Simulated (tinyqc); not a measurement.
UHF in the 6-31g basis, for H4, spin multiplicity 3, step by step (part 2 of 3). This run ends on a higher stationary point, not on the lowest solution. Computed by tinyqc, a small Python program that keeps every step (integrals from PySCF). Command: `OMP_NUM_THREADS=1 python tinyqc.py 28635 28636 out.jsonl` (the two numbers bound the seeds that draw the settings). One thread of a shared host (Intel(R) Xeon(R) Processor @ 2.60GHz), about 0.1 s of CPU time with the checks.

Geometry (angstrom):
```
atom       x       y       z
H     0.0000  0.0000  0.0000
H     0.0000  0.0000  1.4180
H     0.0000  0.0000  2.7960
H     0.0000  0.0000  4.2140
```

## Iteration 1: building the Fock matrix

D(alpha) at the start:
```
         1H 1s    1H 2s    2H 1s    2H 2s    3H 1s    3H 2s    4H 1s    4H 2s
1H 1s   0.1923   0.1982  -0.0560   0.0112  -0.1506  -0.0725   0.1449   0.1064
1H 2s   0.1982   0.2338   0.0176   0.0856  -0.1658  -0.0767   0.1064   0.0557
2H 1s  -0.0560   0.0176   0.2088   0.1878   0.0198   0.0206  -0.1506  -0.1658
2H 2s   0.0112   0.0856   0.1878   0.2224   0.0206   0.0745  -0.0725  -0.0767
3H 1s  -0.1506  -0.1658   0.0198   0.0206   0.2088   0.1878  -0.0560   0.0176
3H 2s  -0.0725  -0.0767   0.0206   0.0745   0.1878   0.2224   0.0112   0.0856
4H 1s   0.1449   0.1064  -0.1506  -0.0725  -0.0560   0.0112   0.1923   0.1982
4H 2s   0.1064   0.0557  -0.1658  -0.0767   0.0176   0.0856   0.1982   0.2338
```

D(beta) at the start:
```
        1H 1s   1H 2s   2H 1s   2H 2s   3H 1s   3H 2s   4H 1s   4H 2s
1H 1s  0.0002  0.0012  0.0027  0.0047  0.0027  0.0047  0.0002  0.0012
1H 2s  0.0012  0.0092  0.0210  0.0361  0.0210  0.0361  0.0012  0.0092
2H 1s  0.0027  0.0210  0.0476  0.0820  0.0476  0.0820  0.0027  0.0210
2H 2s  0.0047  0.0361  0.0820  0.1411  0.0820  0.1411  0.0047  0.0361
3H 1s  0.0027  0.0210  0.0476  0.0820  0.0476  0.0820  0.0027  0.0210
3H 2s  0.0047  0.0361  0.0820  0.1411  0.0820  0.1411  0.0047  0.0361
4H 1s  0.0002  0.0012  0.0027  0.0047  0.0027  0.0047  0.0002  0.0012
4H 2s  0.0012  0.0092  0.0210  0.0361  0.0210  0.0361  0.0012  0.0092
```

core Hamiltonian H = T + V (hartree):
```
         1H 1s    1H 2s    2H 1s    2H 2s    3H 1s    3H 2s    4H 1s    4H 2s
1H 1s  -0.9456  -0.9353  -0.1882  -0.4346  -0.0006  -0.0403   0.0000  -0.0006
1H 2s  -0.9353  -1.0752  -0.4737  -0.7440  -0.0428  -0.1770  -0.0006  -0.0130
2H 1s  -0.1882  -0.4737  -1.2040  -1.1053  -0.2201  -0.5080  -0.0006  -0.0428
2H 2s  -0.4346  -0.7440  -1.1053  -1.3197  -0.5080  -0.8275  -0.0403  -0.1770
3H 1s  -0.0006  -0.0428  -0.2201  -0.5080  -1.2040  -1.1053  -0.1882  -0.4737
3H 2s  -0.0403  -0.1770  -0.5080  -0.8275  -1.1053  -1.3197  -0.4346  -0.7440
4H 1s   0.0000  -0.0006  -0.0006  -0.0403  -0.1882  -0.4346  -0.9456  -0.9353
4H 2s  -0.0006  -0.0130  -0.0428  -0.1770  -0.4737  -0.7440  -0.9353  -1.0752
```

nuclear repulsion = 1.634490 hartree

Given earlier and not repeated: Two-electron integrals (ij|kl) in chemists' order.

J_ij = sum D_kl (ij|kl) with D = D(alpha) + D(beta), K_ij = sum D_kl (ik|jl) for each spin; F = H + J - K(s); E = tr D H + tr D J / 2 - 0.5 sum_s tr D(s) K(s) + E_nn.

Coulomb J (hartree):
```
        1H 1s   1H 2s   2H 1s   2H 2s   3H 1s   3H 2s   4H 1s   4H 2s
1H 1s  1.3977  0.8633  0.1159  0.3587  0.0002  0.0252  0.0000  0.0003
1H 2s  0.8633  1.1453  0.4293  0.7508  0.0302  0.1550  0.0003  0.0092
2H 1s  0.1159  0.4293  1.8695  1.1442  0.1544  0.4771  0.0002  0.0302
2H 2s  0.3587  0.7508  1.1442  1.4751  0.4771  0.8806  0.0252  0.1550
3H 1s  0.0002  0.0302  0.1544  0.4771  1.8695  1.1442  0.1159  0.4293
3H 2s  0.0252  0.1550  0.4771  0.8806  1.1442  1.4751  0.3587  0.7508
4H 1s  0.0000  0.0003  0.0002  0.0252  0.1159  0.3587  1.3977  0.8633
4H 2s  0.0003  0.0092  0.0302  0.1550  0.4293  0.7508  0.8633  1.1453
```

exchange K(alpha) (hartree):
```
         1H 1s    1H 2s    2H 1s   2H 2s    3H 1s   3H 2s    4H 1s    4H 2s
1H 1s   0.5494   0.4278   0.1001  0.2067  -0.0412  0.0098   0.0262   0.0134
1H 2s   0.4278   0.4162   0.2297  0.3034  -0.0070  0.0688   0.0134   0.0111
2H 1s   0.1001   0.2297   0.5917  0.4750   0.1184  0.2254  -0.0412  -0.0070
2H 2s   0.2067   0.3034   0.4750  0.4973   0.2254  0.3154   0.0098   0.0688
3H 1s  -0.0412  -0.0070   0.1184  0.2254   0.5917  0.4750   0.1001   0.2297
3H 2s   0.0098   0.0688   0.2254  0.3154   0.4750  0.4973   0.2067   0.3034
4H 1s   0.0262   0.0134  -0.0412  0.0098   0.1001  0.2067   0.5494   0.4278
4H 2s   0.0134   0.0111  -0.0070  0.0688   0.2297  0.3034   0.4278   0.4162
```

exchange K(beta) (hartree):
```
        1H 1s   1H 2s   2H 1s   2H 2s   3H 1s   3H 2s   4H 1s   4H 2s
1H 1s  0.0281  0.0409  0.0502  0.0609  0.0252  0.0392  0.0053  0.0131
1H 2s  0.0409  0.0766  0.1243  0.1421  0.0679  0.1016  0.0131  0.0334
2H 1s  0.0502  0.1243  0.3122  0.3005  0.1563  0.2262  0.0252  0.0679
2H 2s  0.0609  0.1421  0.3005  0.3429  0.2262  0.2977  0.0392  0.1016
3H 1s  0.0252  0.0679  0.1563  0.2262  0.3122  0.3005  0.0502  0.1243
3H 2s  0.0392  0.1016  0.2262  0.2977  0.3005  0.3429  0.0609  0.1421
4H 1s  0.0053  0.0131  0.0252  0.0392  0.0502  0.0609  0.0281  0.0409
4H 2s  0.0131  0.0334  0.0679  0.1016  0.1243  0.1421  0.0409  0.0766
```

F(alpha) (hartree):
```
         1H 1s    1H 2s    2H 1s    2H 2s    3H 1s    3H 2s    4H 1s    4H 2s
1H 1s  -0.0972  -0.4998  -0.1724  -0.2826   0.0408  -0.0249  -0.0262  -0.0137
1H 2s  -0.4998  -0.3462  -0.2741  -0.2966  -0.0057  -0.0908  -0.0137  -0.0149
2H 1s  -0.1724  -0.2741   0.0738  -0.4361  -0.1841  -0.2562   0.0408  -0.0057
2H 2s  -0.2826  -0.2966  -0.4361  -0.3419  -0.2562  -0.2623  -0.0249  -0.0908
3H 1s   0.0408  -0.0057  -0.1841  -0.2562   0.0738  -0.4361  -0.1724  -0.2741
3H 2s  -0.0249  -0.0908  -0.2562  -0.2623  -0.4361  -0.3419  -0.2826  -0.2966
4H 1s  -0.0262  -0.0137   0.0408  -0.0249  -0.1724  -0.2826  -0.0972  -0.4998
4H 2s  -0.0137  -0.0149  -0.0057  -0.0908  -0.2741  -0.2966  -0.4998  -0.3462
```

F(beta) (hartree):
```
         1H 1s    1H 2s    2H 1s    2H 2s    3H 1s    3H 2s    4H 1s    4H 2s
1H 1s   0.4241  -0.1129  -0.1225  -0.1367  -0.0256  -0.0543  -0.0053  -0.0135
1H 2s  -0.1129  -0.0066  -0.1687  -0.1353  -0.0805  -0.1236  -0.0135  -0.0373
2H 1s  -0.1225  -0.1687   0.3533  -0.2616  -0.2220  -0.2571  -0.0256  -0.0805
2H 2s  -0.1367  -0.1353  -0.2616  -0.1875  -0.2571  -0.2446  -0.0543  -0.1236
3H 1s  -0.0256  -0.0805  -0.2220  -0.2571   0.3533  -0.2616  -0.1225  -0.1687
3H 2s  -0.0543  -0.1236  -0.2571  -0.2446  -0.2616  -0.1875  -0.1367  -0.1353
4H 1s  -0.0053  -0.0135  -0.0256  -0.0543  -0.1225  -0.1367   0.4241  -0.1129
4H 2s  -0.0135  -0.0373  -0.0805  -0.1236  -0.1687  -0.1353  -0.1129  -0.0066
```

total energy of this density = -1.819710 hartree

## Iteration 1: diagonalisation and new density

X:
```
         1H 1s    1H 2s    2H 1s    2H 2s    3H 1s    3H 2s    4H 1s    4H 2s
1H 1s   1.2552  -0.5043   0.0228   0.0340  -0.0060   0.0026   0.0000  -0.0004
1H 2s  -0.5043   1.5084   0.0605  -0.5843  -0.0090   0.2235  -0.0004  -0.0696
2H 1s   0.0228   0.0605   1.2758  -0.5820   0.0159   0.0734  -0.0060  -0.0090
2H 2s   0.0340  -0.5843  -0.5820   1.9267   0.0734  -0.7613   0.0026   0.2235
3H 1s  -0.0060  -0.0090   0.0159   0.0734   1.2758  -0.5820   0.0228   0.0605
3H 2s   0.0026   0.2235   0.0734  -0.7613  -0.5820   1.9267   0.0340  -0.5843
4H 1s   0.0000  -0.0004  -0.0060   0.0026   0.0228   0.0340   1.2552  -0.5043
4H 2s  -0.0004  -0.0696  -0.0090   0.2235   0.0605  -0.5843  -0.5043   1.5084
```

Diagonalise F' = X^T F X, C = X C', fill 3 alpha and 1 beta electrons from the bottom; D(s) = C_occ C_occ^T. Each column has its largest component positive (the first on a tie).

F' = X^T F X (alpha) (hartree):
```
         1        2        3        4        5        6        7        8
1   0.3725  -0.6392  -0.0093  -0.1052   0.0338   0.0469  -0.0248  -0.0208
2  -0.6392   0.1699  -0.0734  -0.1890   0.0499   0.0072  -0.0208  -0.0006
3  -0.0093  -0.0734   0.5924  -0.6778  -0.0422  -0.0662   0.0338   0.0499
4  -0.1052  -0.1890  -0.6778   0.3464  -0.0662  -0.2066   0.0469   0.0072
5   0.0338   0.0499  -0.0422  -0.0662   0.5924  -0.6778  -0.0093  -0.0734
6   0.0469   0.0072  -0.0662  -0.2066  -0.6778   0.3464  -0.1052  -0.1890
7  -0.0248  -0.0208   0.0338   0.0469  -0.0093  -0.1052   0.3725  -0.6392
8  -0.0208  -0.0006   0.0499   0.0072  -0.0734  -0.1890  -0.6392   0.1699
```

orbital energies (alpha) (hartree): MO1 -0.5633, MO2 -0.4959, MO3 -0.2831, MO4 0.1260, MO5 0.9119, MO6 0.9275, MO7 1.1260, MO8 1.2135

coefficients C (alpha):
```
          MO1      MO2      MO3      MO4      MO5      MO6      MO7      MO8
1H 1s  0.2000   0.2606   0.2508  -0.1557  -0.9022  -0.8987  -0.0731  -0.0967
1H 2s  0.2615   0.3576   0.4574  -0.5813   1.0474   0.9238   0.3126  -0.3712
2H 1s  0.1782   0.1362  -0.2087   0.2477   0.0904  -0.0940   0.9386  -0.9608
2H 2s  0.2250   0.2120  -0.3757   1.0639  -0.5803  -0.1345  -0.8151   1.6250
3H 1s  0.1782  -0.1362  -0.2087  -0.2477  -0.0904  -0.0940   0.9386   0.9608
3H 2s  0.2250  -0.2120  -0.3757  -1.0639   0.5803  -0.1345  -0.8151  -1.6250
4H 1s  0.2000  -0.2606   0.2508   0.1557   0.9022  -0.8987  -0.0731   0.0967
4H 2s  0.2615  -0.3576   0.4574   0.5813  -1.0474   0.9238   0.3126   0.3712
```

F' = X^T F X (beta) (hartree):
```
         1        2        3        4        5        6        7        8
1   0.7988  -0.4557  -0.0181  -0.0626  -0.0112   0.0214  -0.0012  -0.0089
2  -0.4557   0.3336  -0.0441  -0.1458   0.0013  -0.0212  -0.0089  -0.0007
3  -0.0181  -0.0441   0.8464  -0.6016  -0.0806  -0.0882  -0.0112   0.0013
4  -0.0626  -0.1458  -0.6016   0.4123  -0.0882  -0.2366   0.0214  -0.0212
5  -0.0112   0.0013  -0.0806  -0.0882   0.8464  -0.6016  -0.0181  -0.0441
6   0.0214  -0.0212  -0.0882  -0.2366  -0.6016   0.4123  -0.0626  -0.1458
7  -0.0012  -0.0089  -0.0112   0.0214  -0.0181  -0.0626   0.7988  -0.4557
8  -0.0089  -0.0007   0.0013  -0.0212  -0.0441  -0.1458  -0.4557   0.3336
```

orbital energies (beta) (hartree): MO1 -0.3500, MO2 -0.0162, MO3 0.1130, MO4 0.3329, MO5 1.0697, MO6 1.0792, MO7 1.2297, MO8 1.3239

coefficients C (beta):
```
          MO1      MO2      MO3      MO4      MO5      MO6      MO7      MO8
1H 1s  0.0629   0.1498   0.1543  -0.0527   0.9403   0.9215  -0.1978  -0.0781
1H 2s  0.1052   0.4664   0.6793  -0.7182  -0.9158  -0.7852   0.3737  -0.3587
2H 1s  0.1900   0.0902  -0.0813   0.1556  -0.0786   0.2012   0.9391  -0.9863
2H 2s  0.3777   0.2130  -0.3450   1.2637   0.4356   0.0063  -0.7827   1.5239
3H 1s  0.1900  -0.0902  -0.0813  -0.1556   0.0786   0.2012   0.9391   0.9863
3H 2s  0.3777  -0.2130  -0.3450  -1.2637  -0.4356   0.0063  -0.7827  -1.5239
4H 1s  0.0629  -0.1498   0.1543   0.0527  -0.9403   0.9215  -0.1978   0.0781
4H 2s  0.1052  -0.4664   0.6793   0.7182   0.9158  -0.7852   0.3737   0.3587
```

D(alpha) after iteration 1:
```
         1H 1s    1H 2s    2H 1s    2H 2s    3H 1s    3H 2s    4H 1s    4H 2s
1H 1s   0.1708   0.2602   0.0188   0.0060  -0.0522  -0.1045   0.0350   0.0738
1H 2s   0.2602   0.4055  -0.0002  -0.0372  -0.0976  -0.1889   0.0738   0.1497
2H 1s   0.0188  -0.0002   0.0939   0.1474   0.0568   0.0896  -0.0522  -0.0976
2H 2s   0.0060  -0.0372   0.1474   0.2367   0.0896   0.1469  -0.1045  -0.1889
3H 1s  -0.0522  -0.0976   0.0568   0.0896   0.0939   0.1474   0.0188  -0.0002
3H 2s  -0.1045  -0.1889   0.0896   0.1469   0.1474   0.2367   0.0060  -0.0372
4H 1s   0.0350   0.0738  -0.0522  -0.1045   0.0188   0.0060   0.1708   0.2602
4H 2s   0.0738   0.1497  -0.0976  -0.1889  -0.0002  -0.0372   0.2602   0.4055
```

D(beta) after iteration 1:
```
        1H 1s   1H 2s   2H 1s   2H 2s   3H 1s   3H 2s   4H 1s   4H 2s
1H 1s  0.0040  0.0066  0.0120  0.0238  0.0120  0.0238  0.0040  0.0066
1H 2s  0.0066  0.0111  0.0200  0.0397  0.0200  0.0397  0.0066  0.0111
2H 1s  0.0120  0.0200  0.0361  0.0718  0.0361  0.0718  0.0120  0.0200
2H 2s  0.0238  0.0397  0.0718  0.1427  0.0718  0.1427  0.0238  0.0397
3H 1s  0.0120  0.0200  0.0361  0.0718  0.0361  0.0718  0.0120  0.0200
3H 2s  0.0238  0.0397  0.0718  0.1427  0.0718  0.1427  0.0238  0.0397
4H 1s  0.0040  0.0066  0.0120  0.0238  0.0120  0.0238  0.0040  0.0066
4H 2s  0.0066  0.0111  0.0200  0.0397  0.0200  0.0397  0.0066  0.0111
```

## Iteration 2: building the Fock matrix

As before.

Coulomb J (hartree):
```
        1H 1s   1H 2s   2H 1s   2H 2s   3H 1s   3H 2s   4H 1s   4H 2s
1H 1s  1.4410  0.8843  0.1125  0.3615  0.0001  0.0249  0.0000  0.0003
1H 2s  0.8843  1.1563  0.4045  0.7332  0.0281  0.1476  0.0003  0.0086
2H 1s  0.1125  0.4045  1.7234  1.0675  0.1434  0.4441  0.0001  0.0281
2H 2s  0.3615  0.7332  1.0675  1.4038  0.4441  0.8318  0.0249  0.1476
3H 1s  0.0001  0.0281  0.1434  0.4441  1.7234  1.0675  0.1125  0.4045
3H 2s  0.0249  0.1476  0.4441  0.8318  1.0675  1.4038  0.3615  0.7332
4H 1s  0.0000  0.0003  0.0001  0.0249  0.1125  0.3615  1.4410  0.8843
4H 2s  0.0003  0.0086  0.0281  0.1476  0.4045  0.7332  0.8843  1.1563
```

exchange K(alpha) (hartree):
```
         1H 1s   1H 2s    2H 1s   2H 2s    3H 1s   3H 2s    4H 1s   4H 2s
1H 1s   0.6257  0.4967   0.1066  0.2261  -0.0244  0.0076   0.0088  0.0022
1H 2s   0.4967  0.4688   0.1959  0.2940   0.0135  0.0625   0.0022  0.0051
2H 1s   0.1066  0.1959   0.4536  0.4079   0.1558  0.2354  -0.0244  0.0135
2H 2s   0.2261  0.2940   0.4079  0.4615   0.2354  0.3090   0.0076  0.0625
3H 1s  -0.0244  0.0135   0.1558  0.2354   0.4536  0.4079   0.1066  0.1959
3H 2s   0.0076  0.0625   0.2354  0.3090   0.4079  0.4615   0.2261  0.2940
4H 1s   0.0088  0.0022  -0.0244  0.0076   0.1066  0.2261   0.6257  0.4967
4H 2s   0.0022  0.0051   0.0135  0.0625   0.1959  0.2940   0.4967  0.4688
```

exchange K(beta) (hartree):
```
        1H 1s   1H 2s   2H 1s   2H 2s   3H 1s   3H 2s   4H 1s   4H 2s
1H 1s  0.0492  0.0592  0.0601  0.0774  0.0304  0.0487  0.0085  0.0176
1H 2s  0.0592  0.0913  0.1257  0.1507  0.0687  0.1058  0.0176  0.0376
2H 1s  0.0601  0.1257  0.2856  0.2838  0.1440  0.2132  0.0304  0.0687
2H 2s  0.0774  0.1507  0.2838  0.3347  0.2132  0.2887  0.0487  0.1058
3H 1s  0.0304  0.0687  0.1440  0.2132  0.2856  0.2838  0.0601  0.1257
3H 2s  0.0487  0.1058  0.2132  0.2887  0.2838  0.3347  0.0774  0.1507
4H 1s  0.0085  0.0176  0.0304  0.0487  0.0601  0.0774  0.0492  0.0592
4H 2s  0.0176  0.0376  0.0687  0.1058  0.1257  0.1507  0.0592  0.0913
```

F(alpha) (hartree):
```
         1H 1s    1H 2s    2H 1s    2H 2s    3H 1s    3H 2s    4H 1s    4H 2s
1H 1s  -0.1303  -0.5478  -0.1823  -0.2992   0.0239  -0.0230  -0.0088  -0.0025
1H 2s  -0.5478  -0.3878  -0.2651  -0.3048  -0.0282  -0.0919  -0.0025  -0.0095
2H 1s  -0.1823  -0.2651   0.0658  -0.4456  -0.2325  -0.2993   0.0239  -0.0282
2H 2s  -0.2992  -0.3048  -0.4456  -0.3774  -0.2993  -0.3047  -0.0230  -0.0919
3H 1s   0.0239  -0.0282  -0.2325  -0.2993   0.0658  -0.4456  -0.1823  -0.2651
3H 2s  -0.0230  -0.0919  -0.2993  -0.3047  -0.4456  -0.3774  -0.2992  -0.3048
4H 1s  -0.0088  -0.0025   0.0239  -0.0230  -0.1823  -0.2992  -0.1303  -0.5478
4H 2s  -0.0025  -0.0095  -0.0282  -0.0919  -0.2651  -0.3048  -0.5478  -0.3878
```

F(beta) (hartree):
```
         1H 1s    1H 2s    2H 1s    2H 2s    3H 1s    3H 2s    4H 1s    4H 2s
1H 1s   0.4462  -0.1102  -0.1357  -0.1505  -0.0309  -0.0641  -0.0085  -0.0180
1H 2s  -0.1102  -0.0103  -0.1949  -0.1615  -0.0834  -0.1352  -0.0180  -0.0420
2H 1s  -0.1357  -0.1949   0.2337  -0.3215  -0.2207  -0.2770  -0.0309  -0.0834
2H 2s  -0.1505  -0.1615  -0.3215  -0.2506  -0.2770  -0.2844  -0.0641  -0.1352
3H 1s  -0.0309  -0.0834  -0.2207  -0.2770   0.2337  -0.3215  -0.1357  -0.1949
3H 2s  -0.0641  -0.1352  -0.2770  -0.2844  -0.3215  -0.2506  -0.1505  -0.1615
4H 1s  -0.0085  -0.0180  -0.0309  -0.0641  -0.1357  -0.1505   0.4462  -0.1102
4H 2s  -0.0180  -0.0420  -0.0834  -0.1352  -0.1949  -0.1615  -0.1102  -0.0103
```

total energy of this density = -1.988775 hartree

## Iteration 2: diagonalisation and new density

As before.

F' = X^T F X (alpha) (hartree):
```
         1        2        3        4        5        6        7        8
1   0.3687  -0.6804  -0.0239  -0.1062   0.0177   0.0526  -0.0103  -0.0147
2  -0.6804   0.1422  -0.0597  -0.1755   0.0368   0.0211  -0.0147  -0.0030
3  -0.0239  -0.0597   0.5779  -0.6569  -0.0754  -0.0923   0.0177   0.0368
4  -0.1062  -0.1755  -0.6569   0.3075  -0.0923  -0.2271   0.0526   0.0211
5   0.0177   0.0368  -0.0754  -0.0923   0.5779  -0.6569  -0.0239  -0.0597
6   0.0526   0.0211  -0.0923  -0.2271  -0.6569   0.3075  -0.1062  -0.1755
7  -0.0103  -0.0147   0.0177   0.0526  -0.0239  -0.1062   0.3687  -0.6804
8  -0.0147  -0.0030   0.0368   0.0211  -0.0597  -0.1755  -0.6804   0.1422
```

orbital energies (alpha) (hartree): MO1 -0.6086, MO2 -0.5350, MO3 -0.3388, MO4 0.1410, MO5 0.9371, MO6 0.9481, MO7 1.0798, MO8 1.1690

coefficients C (alpha):
```
          MO1      MO2      MO3      MO4      MO5      MO6      MO7      MO8
1H 1s  0.2004   0.2778   0.2335  -0.1207  -0.9030   0.8861  -0.1898  -0.0921
1H 2s  0.2440   0.3915   0.4919  -0.5701   1.0387  -0.8710   0.4106  -0.3788
2H 1s  0.1927   0.1013  -0.1871   0.2461   0.0875   0.2024   0.9230  -0.9658
2H 2s  0.2288   0.1504  -0.3891   1.1043  -0.5497   0.0235  -0.8185   1.6155
3H 1s  0.1927  -0.1013  -0.1871  -0.2461  -0.0875   0.2024   0.9230   0.9658
3H 2s  0.2288  -0.1504  -0.3891  -1.1043   0.5497   0.0235  -0.8185  -1.6155
4H 1s  0.2004  -0.2778   0.2335   0.1207   0.9030   0.8861  -0.1898   0.0921
4H 2s  0.2440  -0.3915   0.4919   0.5701  -1.0387  -0.8710   0.4106   0.3788
```

F' = X^T F X (beta) (hartree):
```
         1        2        3        4        5        6        7        8
1   0.8286  -0.4606  -0.0240  -0.0688  -0.0144   0.0171  -0.0024  -0.0109
2  -0.4606   0.3448  -0.0518  -0.1561   0.0011  -0.0176  -0.0109  -0.0051
3  -0.0240  -0.0518   0.7163  -0.5994  -0.0717  -0.0881  -0.0144   0.0011
4  -0.0688  -0.1561  -0.5994   0.3633  -0.0881  -0.2445   0.0171  -0.0176
5  -0.0144   0.0011  -0.0717  -0.0881   0.7163  -0.5994  -0.0240  -0.0518
6   0.0171  -0.0176  -0.0881  -0.2445  -0.5994   0.3633  -0.0688  -0.1561
7  -0.0024  -0.0109  -0.0144   0.0171  -0.0240  -0.0688   0.8286  -0.4606
8  -0.0109  -0.0051   0.0011  -0.0176  -0.0518  -0.1561  -0.4606   0.3448
```

orbital energies (beta) (hartree): MO1 -0.4235, MO2 -0.0373, MO3 0.1187, MO4 0.2925, MO5 1.0854, MO6 1.0984, MO7 1.1488, MO8 1.2230

coefficients C (beta):
```
          MO1      MO2      MO3      MO4      MO5      MO6      MO7      MO8
1H 1s  0.0621   0.1348   0.1471  -0.0743   0.6975  -0.9351  -0.6355  -0.1324
1H 2s  0.0811   0.3737   0.6884  -0.7554  -0.4807   0.9372   0.7192  -0.3349
2H 1s  0.2096   0.1287  -0.0859   0.1867   0.6428   0.1322   0.7075  -0.9708
2H 2s  0.3767   0.3595  -0.3242   1.1474  -0.3999  -0.5335  -0.6836   1.5568
3H 1s  0.2096  -0.1287  -0.0859  -0.1867   0.6428  -0.1322   0.7075   0.9708
3H 2s  0.3767  -0.3595  -0.3242  -1.1474  -0.3999   0.5335  -0.6836  -1.5568
4H 1s  0.0621  -0.1348   0.1471   0.0743   0.6975   0.9351  -0.6355   0.1324
4H 2s  0.0811  -0.3737   0.6884   0.7554  -0.4807  -0.9372   0.7192   0.3349
```

D(alpha) after iteration 2:
```
         1H 1s    1H 2s    2H 1s    2H 2s    3H 1s    3H 2s    4H 1s    4H 2s
1H 1s   0.1718   0.2725   0.0231  -0.0032  -0.0332  -0.0867   0.0175   0.0550
1H 2s   0.2725   0.4547  -0.0054  -0.0767  -0.0846  -0.1944   0.0550   0.1482
2H 1s   0.0231  -0.0054   0.0824   0.1321   0.0619   0.1016  -0.0332  -0.0846
2H 2s  -0.0032  -0.0767   0.1321   0.2263   0.1016   0.1811  -0.0867  -0.1944
3H 1s  -0.0332  -0.0846   0.0619   0.1016   0.0824   0.1321   0.0231  -0.0054
3H 2s  -0.0867  -0.1944   0.1016   0.1811   0.1321   0.2263  -0.0032  -0.0767
4H 1s   0.0175   0.0550  -0.0332  -0.0867   0.0231  -0.0032   0.1718   0.2725
4H 2s   0.0550   0.1482  -0.0846  -0.1944  -0.0054  -0.0767   0.2725   0.4547
```

D(beta) after iteration 2:
```
        1H 1s   1H 2s   2H 1s   2H 2s   3H 1s   3H 2s   4H 1s   4H 2s
1H 1s  0.0039  0.0050  0.0130  0.0234  0.0130  0.0234  0.0039  0.0050
1H 2s  0.0050  0.0066  0.0170  0.0305  0.0170  0.0305  0.0050  0.0066
2H 1s  0.0130  0.0170  0.0439  0.0790  0.0439  0.0790  0.0130  0.0170
2H 2s  0.0234  0.0305  0.0790  0.1419  0.0790  0.1419  0.0234  0.0305
3H 1s  0.0130  0.0170  0.0439  0.0790  0.0439  0.0790  0.0130  0.0170
3H 2s  0.0234  0.0305  0.0790  0.1419  0.0790  0.1419  0.0234  0.0305
4H 1s  0.0039  0.0050  0.0130  0.0234  0.0130  0.0234  0.0039  0.0050
4H 2s  0.0050  0.0066  0.0170  0.0305  0.0170  0.0305  0.0050  0.0066
```
